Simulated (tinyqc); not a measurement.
Crystal pulling from the melt: segregation, interface stability, heat balance and point-defect regime: one step, computed by the program tinyqc. Command: `OMP_NUM_THREADS=1 python tinyqc.py 3021009 3021010 out.jsonl pull walk`. One thread of a shared host (Intel(R) Xeon(R) Processor @ 2.30GHz), about 0.01 s of CPU time with the checks.

A dilute solute; steady pulling with a flat interface unless it is found unstable.

Task: Boundary layer and effective coefficient. delta = 1.61 D^(1/3) nu^(1/6) omega^(-1/2), omega = 2 pi rpm/60; k_eff = k0/[k0 + (1 - k0) exp(-V delta/D)] (Burton, Prim and Slichter); the melt at the interface is enriched by k_eff/k0.

Inputs (values chosen for the exercise, modelled on aluminium in silicon):
```
quantity                      value    unit
equilibrium coefficient k0    0.002       -
diffusivity in the melt D   0.00013  cm^2/s
kinematic viscosity nu       0.0027  cm^2/s
crystal rotation                  5     rpm
pull rate V                     1.6  mm/min
```

Give: boundary layer delta; V delta/D; k_eff; enrichment at the interface.

Result:

boundary layer delta = 420.6 micrometre

V delta/D = 0.8628

k_eff = 0.004726

enrichment at the interface = 2.363

k_eff has moved 0.3 % of the way from k0 to 1. A 10 % ripple of V gives striations of 8.59 % in C_s, since d ln k_eff/d ln V = (1 - k_eff) V delta/D.
